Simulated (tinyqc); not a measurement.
# Inverter chain driving a load

N inverters, each f = Hc^(1/N) times larger than the one before: delay tau N (f + pp). Switched capacitance in units of the first input, with output capacitance pp times the input: Hc + (1 + pp)(Hc - 1)/(f - 1).

Values chosen for this exercise:
- Hc = 620 (load over the input capacitance of the chain)
- pp = 1.5 (parasitic delay of an inverter)
- tau = 4.6 ps (delay unit)

Results:
```
N      f  delay (ps)  switched capacitance
2  24.90       242.9                 684.7
3  8.527       138.4                 825.6
4  4.990       119.4                  1008
5  3.618       117.7                  1211
6  2.920       122.0                  1426
7  2.506       129.0                  1648
9  2.043       146.7                  2104
```

Estimate the missing row, N = 8.

Computed row:
```
N      f  delay (ps)  switched capacitance
8  2.234       137.4                  1874
```

With this row back in the table: The delay goes from 243 through a minimum of 118 (at N = 5 among the rows listed) to 147 ps. The best stage effort solves pp + rho (1 - ln rho) = 0, rho = 3.97, which gives N = ln Hc/ln rho = 4.67. One stage fewer than the best costs 1.4 % in delay and saves 17 % of the switched capacitance.

Program tinyqc, `OMP_NUM_THREADS=1 python tinyqc.py 2082202 2082203 out.jsonl`; Intel Xeon 2.30GHz, shared host, one thread, about 0.01 s.
